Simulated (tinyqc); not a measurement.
# A spin-degenerate level with charging energy between two leads, rate equations, step by step

Computed by the program tinyqc: `OMP_NUM_THREADS=1 python tinyqc.py 2780135 2780136 out.jsonl`, one thread of a shared Intel Xeon 2.30GHz, about 0.01 s for the whole run. Printed values are rounded.

States 0, up, down and 2 with energies 0, e1 - Ez/2, e1 + Ez/2 and 2 e1 + U. mu_L = +V/2, mu_R = -V/2 (meV), f(x) = 1/(1 + exp(x/kB T)). A transition that adds one electron of given spin at the energy E has the rate G f(E - mu) from each lead, and its reverse G [1 - f(E - mu)]. I counts electrons leaving the left lead, times q.

Parameters, values chosen for the exercise:
- U = 5.7 meV (charging energy of the second electron)
- e1 = -2.74 meV (level)
- GL = 1.6 1/ns (tunnel rate to the left lead)
- GR = 0.73 1/ns (tunnel rate to the right lead)
- T = 3.8 K (temperature)
- V = 4.6 mV (bias)
- Ez = 0 meV (Zeeman splitting)
- dt = 0.087 ns (time step)

Constants: q = 1.602176634e-19 C, kB = 1.380649e-23 J/K, Vt = kB T/q. Results are converted to the units shown.

Range of the model: Rate equations need hbar G well below kB T; cotunnelling and the Kondo effect are left out.

## Transition energies and Fermi factors

Transition energies: 0-up e1 - Ez/2, 0-down e1 + Ez/2, up-2 e1 + U + Ez/2, down-2 e1 + U - Ez/2.

| transition | E (meV) | fL | fR |
|---|---|---|---|
| 0-up | -2.74000 | 1.00000 | 0.793095 |
| 0-down | -2.74000 | 1.00000 | 0.793095 |
| up-2 | 2.96000 | 0.11758 | 0.000000 |
| down-2 | 2.96000 | 0.11758 | 0.000000 |

## Rate matrix

dp/dt = W p; W_ji is the rate from state i to j, and each column sums to zero.

W (1/ns):

|  | 0 | up | down | 2 |
|---|---|---|---|---|
| 0 | -4.35792 | 0.15104 | 0.15104 | 0.00000 |
| up | 2.17896 | -0.33917 | 0.00000 | 2.14187 |
| down | 2.17896 | 0.00000 | -0.33917 | 2.14187 |
| 2 | 0.00000 | 0.18813 | 0.18813 | -4.28373 |

## Steady state and current

Steady state: W p = 0 with sum p = 1. I = q GL sum over transitions i-j of [fL p_i - (1 - fL) p_j].

p: 0 0.032134, up 0.463574, down 0.463574, 2 0.040718
mean number of electrons = 1.00858
I = 25.9997 pA

In units of q GL GR/(GL + GR) = 80.3 pA the current is 0.324; two independent spin channels fully inside the bias window would give 2.

## Step 1: time step

p at the start: 0 1, up 0, down 0, 2 0

Explicit Euler step: p(new) = p + dt W p.

p after step 1: 0 0.620861, up 0.189569, down 0.189569, 2 0.000000

## Step 2: time step

As before.

p after step 2: 0 0.390451, up 0.301672, down 0.301672, 2 0.006206

## Relaxation from the empty dot

Stop when no probability changes by more than 1e-8 in a step, or after 400 steps.

Course of the iteration:

| step | p(0) | p(up) | p(down) | p(2) | largest change |
|---|---|---|---|---|---|
| 1 | 0.620861 | 0.189569 | 0.189569 | 0.0000000 | 0.379 |
| 2 | 0.390451 | 0.301672 | 0.301672 | 0.0062056 | 0.230 |
| 3 | 0.250344 | 0.367944 | 0.367944 | 0.0137681 | 0.140 |
| 4 | 0.165099 | 0.407110 | 0.407110 | 0.0206816 | 0.0852 |
| 5 | 0.113203 | 0.430248 | 0.430248 | 0.0263007 | 0.0519 |
| 6 | 0.081591 | 0.443913 | 0.443913 | 0.0305830 | 0.0316 |
| 7 | 0.062323 | 0.451980 | 0.451980 | 0.0337167 | 0.0193 |
| 8 | 0.050573 | 0.456740 | 0.456740 | 0.0359466 | 0.0118 |
| ... | ... | ... | ... | ... | ... |
| 30 | 0.032134 | 0.463574 | 0.463574 | 0.0407181 | 2.54e-7 |
| 31 | 0.032134 | 0.463574 | 0.463574 | 0.0407182 | 1.57e-7 |
| 32 | 0.032134 | 0.463574 | 0.463574 | 0.0407183 | 9.69e-8 |
| 33 | 0.032134 | 0.463574 | 0.463574 | 0.0407183 | 5.99e-8 |
| 34 | 0.032134 | 0.463574 | 0.463574 | 0.0407183 | 3.70e-8 |
| 35 | 0.032134 | 0.463574 | 0.463574 | 0.0407183 | 2.29e-8 |
| 36 | 0.032134 | 0.463574 | 0.463574 | 0.0407184 | 1.41e-8 |
| 37 | 0.032134 | 0.463574 | 0.463574 | 0.0407184 | 8.75e-9 |

The steps settle after 37 steps (3.22 ns) on the steady state above. The decay rates of W are 0.339, 4.32 and 4.66 1/ns; stability needs dt below 2 over the largest, 0.429 ns.
